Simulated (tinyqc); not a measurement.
Shallow acceptor in the spherical four-band model, step by step. Values are carried at full precision from step to step, so a last printed digit may differ when a step is redone from the rounded ones.

Units Ry* = Ry/(g1 eps^2) and a* = a0 eps g1; mu = (6 g3 + 4 g2)/(5 g1) is the spherical heavy-light coupling and delta = (g3 - g2)/g1 the cubic term, which is left out.

Constants: Ry = 13.60569312 eV; a0 (Bohr radius) = 0.5291772105 angstrom.

Inputs chosen for the exercise (near those of a shallow acceptor in GaAs; not measured data):
- g1 = 6.97 (Luttinger gamma1)
- g2 = 2.06 (gamma2)
- g3 = 2.94 (gamma3)
- eps = 12.8 (dielectric constant)
- al = (0.952, 5.71) 1/a*^2 (exponents a_i, the same for f and g)
- Dso = 0.344 eV (spin-orbit splitting)

## Units and couplings

Give Ry*, a*, mu, delta and the spherical masses 1/(g1 (1 -/+ mu)).

Ry* = 11.914 meV
a* = 47.21 angstrom
mu = 0.7426
delta = 0.1263

heavy and light mass (m0): 0.5574  0.0823

A hydrogen model with the heavy mass would bind by Ry*/(1 - mu) = 46.3 meV and with the light mass by 6.8 meV. delta/mu = 0.17: the cubic term is a modest correction.

## Matrices in a small basis

The ground state 1S3/2 has an L = 0 part f(r) and an L = 2 part g(r). In units of Ry* and a*, with Gaussians f_i = exp(-a_i r^2), g_i = r^2 exp(-a_i r^2), A = a_i + a_j and I(n) = Gamma((n + 1)/2)/(2 A^((n + 1)/2)): S_ff = I(2), S_gg = I(6), H_ff = (6 a_i a_j/A) I(2) - 2 I(1), H_gg = (14 a_i a_j/A) I(6) - 2 I(5), H_fg = -mu [15 I(2) - 20 a_j I(4) + 4 a_j^2 I(6)]; each function is then normalised. The split-off band is left out.

Form S and H.

S:
```
        f1      f2      g1      g2
f1  1.0000  0.5856       0       0
f2  0.5856  1.0000       0       0
g1       0       0  1.0000  0.2869
g2       0       0  0.2869  1.0000
```

H (Ry*):
```
         f1        f2       g1        g2
f1  -0.2580   -0.5441  -2.7381   -0.7855
f2  -0.5441    9.5036  -4.7115  -16.4226
g1  -2.7381   -4.7115   5.0032    2.3860
g2  -0.7855  -16.4226   2.3860   35.9026
```

## Ground state in the small basis

Solve H u = E S u for the lowest level of the acceptor; the first half of the basis is L = 0 and the second L = 2. Give E, E without the f-g block, and the L = 2 weight u_g S_gg u_g with u S u = 1.

E = -1.891 Ry*
E without coupling = -0.273 Ry*
L = 2 weight = 0.223

Without the coupling the exact value is -1, which this basis, tuned to the compact coupled state, misses by 0.727. The coupling to L = 2 takes the level to 1.89 times that exact value.

## Converged result

Converged values use 22 exponents 2.2^i, i = -7 to 14, for f and for g.
Ground and next level of the same symmetry, L = 2 weight and mean radius.

1S3/2 and 2S3/2 (Ry*): -2.095  -0.619

binding energies (meV): 25.0  7.4

L = 2 weight = 0.254
<r> = 37.0 angstrom

The small basis reaches 90 % of the binding. The ratio 1S/2S is 3.39 (4 for hydrogen). The binding is 0.07 of Dso, so leaving out the split-off band is safe.

## Checks

- Level at mu = 0 against -1 Ry*: both -1.0000.
- Ground level from a second, denser basis, Ry*: both -2.095.

Program tinyqc; command `OMP_NUM_THREADS=1 python tinyqc.py 1252662 1252663 out.jsonl`; about 0.03 s on one thread of a shared Intel(R) Xeon(R) Processor @ 2.30GHz.
